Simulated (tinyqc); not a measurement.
# Floating body of a partially depleted SOI transistor: body voltage and kink: effects of single changes

Source at 0 V. Channel current Ic = 2 nf K Vt^2 [F(0) - F(Vd)](1 + la Vd), F(V) = ln^2(1 + exp((Vg - VT - nf V)/(2 nf Vt))), VT = VT0 - gb Vb. Saturation voltage Vs = 2 Vt sqrt(F(0)) + 3 Vt, excess Ve = (Vd - Vs + sqrt((Vd - Vs)^2 + 0.0004 V^2))/2, multiplication M1 = Ai Ve exp(-Bl/Ve). Each junction passes D(v) = J1 (exp(v/Vt) - 1) + J2 (exp(v/(2 Vt)) - 1). Bipolar current Ib = bb J1 (exp(Vb/Vt) - 1). The body settles where M1 (Ic + Ib) = D(Vb) + D(Vb - Vd) + Vb/Rb; drain current Id = (1 + M1)(Ic + Ib) - D(Vb - Vd).

Inputs (values chosen for the exercise); values of the order met in partially depleted silicon-on-insulator transistors:
- T = 300 K (temperature)
- VT0 = 0.33 V (threshold at zero body voltage)
- gb = 0.24 (fall of the threshold per volt of body voltage)
- nf = 1.45 (slope factor)
- K = 490 uA/(V^2 um) (gain factor per width)
- la = 0.06 1/V (channel-length modulation factor)
- Ai = 2.43 1/V (impact-ionisation prefactor)
- Bl = 8.9 V (impact-ionisation voltage)
- J1 = 1.2e-13 uA/um (diffusion saturation current of each junction)
- J2 = 1.4e-8 uA/um (recombination saturation current of each junction)
- bb = 0 (gain of the lateral bipolar transistor on the diffusion current)
- Rb = 9e5 kohm um (resistance of a weak body tie to the source (1e9 stands for no tie, and the term is then dropped))
- Vg = 0.65 V (gate voltage)
- Vd = 2.1 V (drain voltage)

Constants: q = 1.602176634e-19 C, kB = 1.380649e-23 J/K, Vt = kB T/q. Results are converted to the units shown.

Each table varies one quantity; the others keep the values above.

## Output curve and kink

Rows with more than one solution for Vb (latch) are left out; dId/dVd by a forward difference over 1e-4 V, swing = 1e-4 V over the change of log10 Id; M1 under 1e-12 is printed as 0.

Output curve and kink:

| Vd (V) | Vb (V) | M1 | Id, floating (uA/um) | Id, grounded (uA/um) | ratio | dId/dVd, floating (uS/um) | dId/dVd, grounded (uS/um) |
|---|---|---|---|---|---|---|---|
| 1 | 0.07580 | 4.093e-6 | 20.58 | 18.46 | 1.115 | 39.86 | 1.047 |
| 1.2 | 0.5423 | 3.428e-5 | 36.73 | 18.67 | 1.967 | 41.30 | 1.070 |
| 1.4 | 0.6461 | 3.148e-4 | 41.37 | 18.89 | 2.190 | 15.63 | 1.174 |
| 1.6 | 0.6961 | 0.001593 | 44.02 | 19.15 | 2.299 | 11.64 | 1.438 |
| 1.8 | 0.7306 | 0.005328 | 46.20 | 19.48 | 2.371 | 10.37 | 1.920 |
| 2 | 0.7564 | 0.01354 | 48.27 | 19.94 | 2.421 | 10.51 | 2.646 |
| 2.2 | 0.7769 | 0.02848 | 50.47 | 20.56 | 2.455 | 11.73 | 3.611 |

Vb rises from 0.0758 to 0.777 V and the ratio of the currents rises from 1.12 to 2.46. The output conductance with a floating body exceeds the grounded value by the largest factor among the rows, 38.6, at Vd = 1.2 V, where Vb = 0.542 V and M1 = 3.43e-5.

## Transfer curve and swing

Same model as above.

Results:

| Vg (V) | Vb (V) | M1 | Id, floating (uA/um) | Id, grounded (uA/um) | ratio | swing, floating (mV/decade) | swing, grounded (mV/decade) |
|---|---|---|---|---|---|---|---|
| -0.12 | 3.673e-4 | 0.06029 | 6.947e-6 | 6.931e-6 | 1.002 | 86.40 | 86.60 |
| -0.02 | 0.005243 | 0.06023 | 1.023e-4 | 9.898e-5 | 1.034 | 83.85 | 86.73 |
| 0.18 | 0.6763 | 0.05405 | 0.6834 | 0.01822 | 37.50 | 109.3 | 91.95 |
| 0.28 | 0.7196 | 0.04643 | 3.684 | 0.1940 | 18.99 | 175.2 | 105.6 |
| 0.38 | 0.7430 | 0.03807 | 10.61 | 1.315 | 8.072 | 271.0 | 141.8 |
| 0.48 | 0.7563 | 0.03047 | 21.66 | 5.055 | 4.285 | 382.6 | 210.0 |
| 0.58 | 0.7640 | 0.02395 | 36.62 | 12.58 | 2.910 | 500.2 | 304.2 |
| 0.68 | 0.7682 | 0.01850 | 55.34 | 24.08 | 2.298 | 619.6 | 412.4 |

Estimate the missing row, Vg = 0.08 V.

Computed row:

| Vg (V) | Vb (V) | M1 | Id, floating (uA/um) | Id, grounded (uA/um) | ratio | swing, floating (mV/decade) | swing, grounded (mV/decade) |
|---|---|---|---|---|---|---|---|
| 0.08 | 0.5879 | 0.05857 | 0.05002 | 0.001389 | 36.00 | 70.43 | 87.85 |

With this row back in the table: Vb rises from 3.67e-4 to 0.768 V. The smallest swing among the rows is 70.4 mV a decade with a floating body (at Vg = 0.08 V) and 86.6 with a grounded one; Vt ln 10 = 59.5. The floating swing is smaller by more than 3 % for Vg = -0.02, 0.08 V, where the rising Vb lowers the threshold as Vg rises. In the first row the floating body raises the current by a factor of 1.00.

Range of the model: The multiplication law is an empirical form chosen for the exercise; self-heating and capacitive coupling to the body are left out, and the linear laws are rough once Vb passes about 0.7 V or M1 about 0.1.

Numbers from tinyqc (`OMP_NUM_THREADS=1 python tinyqc.py 2182078 2182079 out.jsonl`; about 0.2 s on one thread of a shared Intel Xeon 2.30GHz).
